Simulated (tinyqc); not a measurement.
Inside a calculation: optical gain and spontaneous emission in a bulk direct-gap semiconductor. Values are carried at full precision from step to step, so a last printed digit may differ when a step is redone from the rounded ones.

F_j(eta) = (1/Gamma(j + 1)) integral_0^infinity x^j dx/(1 + exp(x - eta)), which tends to exp(eta) for eta << 0.

Quasi-Fermi levels: n = Nc F_1/2(Fc/kT) and p = Nv F_1/2(Fv/kT), Fc counted up from the conduction edge and Fv down from the valence edge; Nc, Nv from N = 2 (m kB T/(4 pi c))^(3/2) with c = hbar^2/2m0, in 1/angstrom^3; times 1e24 for 1/cm^3, with me and (mhh^(3/2) + mlh^(3/2))^(2/3).

Constants: hbar^2/2m0 = 3.80998211 eV angstrom^2; kB = 8.617333262e-05 eV/K; fine-structure constant alpha = 0.007297352564; hbar = 6.58211957e-16 eV s; hbar c = 1973.269805 eV angstrom.

Inputs chosen for the exercise (near those of InP; shifted at random, so the results belong to these values and not to a real crystal): me = 0.0825 m0 (electron mass); mhh = 0.588 m0 (heavy-hole mass); mlh = 0.0846 m0 (light-hole mass); n = 3.8e+18 1/cm^3 (injected density, n = p); T = 300 K; Eg = 1.334 eV (direct gap); Ep = 20.9 eV (Kane energy); nr = 3.4 (refractive index); E = 1.436 eV (photon energy).

## Quasi-Fermi levels

Solve for Fc and Fv.

kT = 0.025852 eV
Nc = 5.946e+17 1/cm^3
Nv = 1.193e+19 1/cm^3
Fc = 0.1020 eV
Fv = -0.0267 eV
Fc + Fv = 0.0753 eV

The separation of the quasi-Fermi levels exceeds the gap, so photons between Eg and Eg + (Fc + Fv) see gain. The quasi-Fermi level of the electrons lies inside the band, that of the holes in the gap.

## Absorption of the empty crystal

Parabolic bands, vertical transitions, no excitons. For each hole band j: mr = me mj/(me + mj); joint density of states J_j(E) = (mr/c)^(3/2) sqrt(E - Eg)/(2 pi^2), both spins, c = hbar^2/2m0; averaged matrix element |e.p|^2 = m0 Ep/6; alpha_j(E) = 4 pi^2 alpha_f c Ep J_j/(3 nr E) in 1/angstrom (alpha_f the fine-structure constant, listed as alpha among the constants), times 1e8 for 1/cm.

Evaluate at E for heavy and light holes.

mr, J and alpha of each hole band:
```
hole   mr (m0)  J (1/(eV angstrom^3))  alpha (1/cm)
heavy  0.07235              4.234e-05        6630.9
light  0.04177              1.857e-05        2908.7
```

The heavy-hole band gives 70 % of the total, 9540 1/cm.

## Occupations and gain at E

For band j the electron sits at Ee = (E - Eg) mr/me above its edge and the hole at Eh = (E - Eg) mr/mj; fe = 1/(1 + exp((Ee - Fc)/kT)), fh = 1/(1 + exp((Eh - Fv)/kT)); gain g = sum_j alpha_j (fe + fh - 1).

Use mr and alpha from the table.

Energies, occupations and gain of each hole band:
```
hole   Ee (eV)  Eh (eV)     fe     fh  g (1/cm)
heavy   0.0894   0.0126  0.619  0.180     -1336
light   0.0516   0.0504  0.875  0.048      -223
```

total gain = -1558 1/cm

E - Eg = 0.1020 eV is above Fc + Fv = 0.0753 eV, so both bands give loss (Bernard-Duraffourg).

## Spontaneous emission

Spontaneous rate: R = integral of (nr E/(hbar c))^2/(pi^2 hbar) sum_j alpha_j fe fh dE, with alpha in 1/cm and (nr E/(hbar c))^2 in 1/cm^2 (1e16 per 1/angstrom^2); B = R/(n p); lifetime n/R.

Integrate over photon energy.

R = 1.30e+27 1/(cm^3 s)
B = 9.03e-11 cm^3/s
radiative lifetime = 2.92 ns

## Checks

- B at n = 1e13 1/cm^3 against the van Roosbroeck-Shockley value from alpha and ni^2 (cm^3/s): both 1.40e-10.

Run: tinyqc, `OMP_NUM_THREADS=1 python tinyqc.py 1680764 1680765 out.jsonl`; Intel(R) Xeon(R) Processor @ 2.30GHz, one thread, shared host; about 0.09 s of CPU time with all checks.
